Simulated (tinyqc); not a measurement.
Bandgap voltage reference from two bipolar transistors: effect of the offset of the amplifier.

Two transistors of area 1 and N carry the same current I. Is(T) = Is (T/T0)^eta exp[(Vg0 q/kB)(1/T0 - 1/T)], VBE1 = Vt ln(I/Is(T)) + I rb, VBE2 = Vt ln(I/(N Is(T))) + I rb/N. The amplifier forces I R1(T) = VBE1 - VBE2 + Vos, with R(T) = R (1 + tc (T - T0)) for both resistors, and the output is Vref = VBE1 + I R2(T). Base currents and the Early effect are neglected.

Vt = kB T/q; I = (Vt ln N + Vos)/(R1(T) - rb (1 - 1/N)). Box coefficient: span of Vref between 233 and 398 K over its average over T and over 165 K. The last column is the R2 that gives zero slope at T0.

Values chosen for this exercise; values of the order met in silicon bipolar transistors:
- T0 = 298 K (reference temperature)
- Vg0 = 1.198 V (band-gap voltage extrapolated to 0 K)
- eta = 3.2 (temperature exponent of the saturation current)
- Is = 5.8e-18 A (saturation current of the unit transistor at T0)
- N = 8 (area ratio of the second transistor)
- R1 = 38 kohm (resistor across which the difference of VBE falls, at T0)
- tc = 0 ppm/K (temperature coefficient of both resistors)
- rb = 0 ohm (series resistance of the unit transistor)
- R2 = 393 kohm (output resistor at T0)

Constants: q = 1.602176634e-19 C, kB = 1.380649e-23 J/K. Results are converted to the units shown.

Result of one run:
```
I at T0 (uA)  Vref at T0 (V)  slope at T0 (uV/K)  box coefficient (ppm/K)  R2 for zero slope (kohm)
1.484                  1.258              -97.47                    84.51                     413.7
```

Which offset of the amplifier Vos gave this result: -5, -1, 3 or 5 mV?

Vos = 3 mV.

The whole series:
```
Vos (mV)  I at T0 (uA)  Vref at T0 (V)  slope at T0 (uV/K)  box coefficient (ppm/K)  R2 for zero slope (kohm)
-5               1.274           1.171              -97.16                    90.52                     413.6
-3               1.326           1.193              -97.45                    89.10                     413.7
-1               1.379           1.215              -97.58                    87.61                     413.7
0                1.405           1.225              -97.59                    86.85                     413.7
1                1.432           1.236              -97.58                    86.07                     413.7
3                1.484           1.258              -97.47                    84.51                     413.7
5                1.537           1.279              -97.26                    82.92                     413.6
```

As Vos goes from -5 to 5, Vref rises from 1.171 to 1.279 V and the box coefficient falls from 90.5 to 82.9 ppm/K. Each mV of offset moves Vref by 10.8 mV, about R2/R1 = 10.3 plus the change of VBE1 with the current.

tinyqc, about 0.02 s, one thread, Intel Xeon 2.30GHz (shared host): `OMP_NUM_THREADS=1 python tinyqc.py 2062176 2062177 out.jsonl`
